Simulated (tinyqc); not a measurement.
Doping and flat-band voltage from two insulator thicknesses.

Question. A junctionless wire is fully depleted at VT = Vfb - q Nd R^2/(4 eps0 eps_r) - q Nd R^2 ln(1 + tox/R)/(2 eps0 eox). Find Nd and Vfb.

Values chosen for this exercise; material values close to those of silicon: relative permittivity of the semiconductor eps_r = 11.8; relative permittivity of the gate insulator eox = 3.9; wire radius R = 10 nm.

Constants: q = 1.602176634e-19 C, eps0 = 8.8541878128e-14 F/cm where lengths are in cm. Results are converted to the units shown.

VT at tox = 2 and 4.4 nm (V): -0.36887179  -0.96102368

Solution. The difference of the thresholds is proportional to Nd and holds no Vfb.

Nd = 1.400e19 cm^-3
Vfb = 0.7600 V

Numbers from tinyqc (`OMP_NUM_THREADS=1 python tinyqc.py 2460144 2460145 out.jsonl`; about 0.01 s on one thread of a shared Intel Xeon 2.30GHz).
